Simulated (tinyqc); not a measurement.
# MOSFET in the linear regime without short-channel effects, parameter extraction from computed curves: effects of single changes

Inversion charge Q = Cox n Vt W0(exp((Vg - VT)/(n Vt))), W0 the Lambert function and n = nf; u = Q/Cox; mobility mu = mu0/(1 + th1 u + th2 u^2); channel resistance Rch = (L - dL)/(W mu Q); Id = Vd/(Rch + Rsd/W). Cox = eps0 eox/tox. Small Vd, no channel-length or drain effects.

Inputs (values chosen for the exercise); channel values of the order met in silicon transistors:
```
symbol,value,unit,meaning
T,300,K,temperature
eox,9.22,,relative permittivity of the gate insulator (close to aluminium oxide)
tox,7.3,nm,insulator thickness
mu0,220,cm^2/(V s),low-field mobility
th1,0.71,1/V,first mobility attenuation factor
th2,0.16,1/V^2,second mobility attenuation factor
VT,0.28,V,threshold voltage
nf,1.07,,body factor
W,10,um,gate width
L,1.4,um,drawn gate length
dL,0.011,um,drawn less effective length
Rsd,82,ohm um,source plus drain resistance
Vd,0.01,V,drain voltage
```

Constants: q = 1.602176634e-19 C, kB = 1.380649e-23 J/K, Vt = kB T/q, eps0 = 8.8541878128e-14 F/cm where lengths are in cm. Results are converted to the units shown.

Each table varies one quantity; the others keep the values above.

## Extraction methods against the second mobility attenuation factor

From the continuous curve Id(Vg): tangent at peak gm (V_ext = Vg - Id/gm); constant current Id = 0.1 uA W/L; peak of d2Id/dVg2; Y = Id/sqrt(gm) drawn through Vg = VT + 0.6 and VT + 0.8 V, with intercept VT_Y and slope s. Mobilities gm,max L/(W Cox Vd) and s^2 L/(W Cox Vd) with the drawn L. Last column: share of Rsd/W in the total resistance at VT + 0.8 V.

Extraction methods against the second mobility attenuation factor:
```
th2 (1/V^2)	V_ext (V)	constant current (V)	second derivative (V)	VT_Y (V)	mobility from gm (cm^2/(V s))	mobility from Y (cm^2/(V s))	series share (%)
0	0.280	0.333	0.272	0.323	153	203	0.681
0.06	0.280	0.333	0.272	0.338	152	218	0.668
0.12	0.280	0.333	0.272	0.353	152	234	0.655
0.18	0.279	0.333	0.271	0.368	151	252	0.643
0.24	0.279	0.333	0.271	0.383	151	272	0.631
0.3	0.279	0.333	0.271	0.398	151	294	0.619
0.36	0.278	0.333	0.271	0.413	150	319	0.608
```

The model has VT = 0.28 V and mu0 = 220 cm^2/(V s). Over the table the extracted thresholds move by 1.8 mV (tangent), under 0.5 mV (constant current), 0.50 mV (second derivative), 89 mV (Y function). The mobility from gm falls from 153 to 150 and that from Y rises from 203 to 319 cm^2/(V s).

## Extraction methods against the source plus drain resistance

Same model as above.

Extraction methods against the source plus drain resistance:
```
Rsd (ohm um)	V_ext (V)	constant current (V)	second derivative (V)	VT_Y (V)	mobility from gm (cm^2/(V s))	mobility from Y (cm^2/(V s))	series share (%)
0	0.280	0.333	0.272	0.363	152	246	0
50	0.280	0.333	0.272	0.363	152	246	0.395
100	0.279	0.333	0.271	0.363	151	246	0.787
200	0.279	0.333	0.271	0.363	151	246	1.56
400	0.278	0.333	0.271	0.363	150	246	3.08
800	0.277	0.333	0.271	0.363	147	246	5.97
1500	0.275	0.334	0.270	0.363	144	246	10.6
```

What does the comparison show?

The model has VT = 0.28 V and mu0 = 220 cm^2/(V s). Over the table the extracted thresholds move by 4.5 mV (tangent), 0.77 mV (constant current), 1.5 mV (second derivative), under 0.5 mV (Y function). The mobility from gm falls from 152 to 144 and that from Y stays near 246 cm^2/(V s). Y cancels the series resistance, which multiplies Id and sqrt(gm) by the same factor.

Numbers from tinyqc (`OMP_NUM_THREADS=1 python tinyqc.py 2210112 2210113 out.jsonl`; about 0.01 s on one thread of a shared Intel Xeon 2.30GHz).
